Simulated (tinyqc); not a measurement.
Index and thickness from Psi and Delta.

Question. Air (index 1), film, substrate with N2 = n2 - i k2; time factor exp(+i w t). q_j = sqrt(N_j^2 - sin^2 th), root with positive real part. Fresnel coefficients r_s = (q_a - q_b)/(q_a + q_b), r_p = (N_b^2 q_a - N_a^2 q_b)/(N_b^2 q_a + N_a^2 q_b). tan(Psi) exp(i Delta) = R_p/R_s, Delta taken from 0 to 360 degrees. beta = 2 pi d q1/lam, X = exp(-2 i beta), R = (r01 + r12 X)/(1 + r01 r12 X) for p and s. The film is transparent, with 1.15 < n1 < 2.9 and d under half a period. Find n1, d and the period.

Parameters, values chosen for the exercise: wavelength lam = 800 nm; angle of incidence th = 60 degrees; index of the substrate n2 = 3.692; extinction coefficient of the substrate k2 = 0.0065.

Psi = 28.494355 degrees
Delta = 123.24391 degrees

Answer. Two measured angles fix two unknowns; a search from many starts finds one solution in the range given. Thicker films with d plus a multiple of the period give the same angles.

n1 = 1.46
d = 80.0 nm
period = 340 nm

Numbers from tinyqc (`OMP_NUM_THREADS=1 python tinyqc.py 2870229 2870230 out.jsonl`; about 0.3 s on one thread of a shared Intel Xeon 2.30GHz).
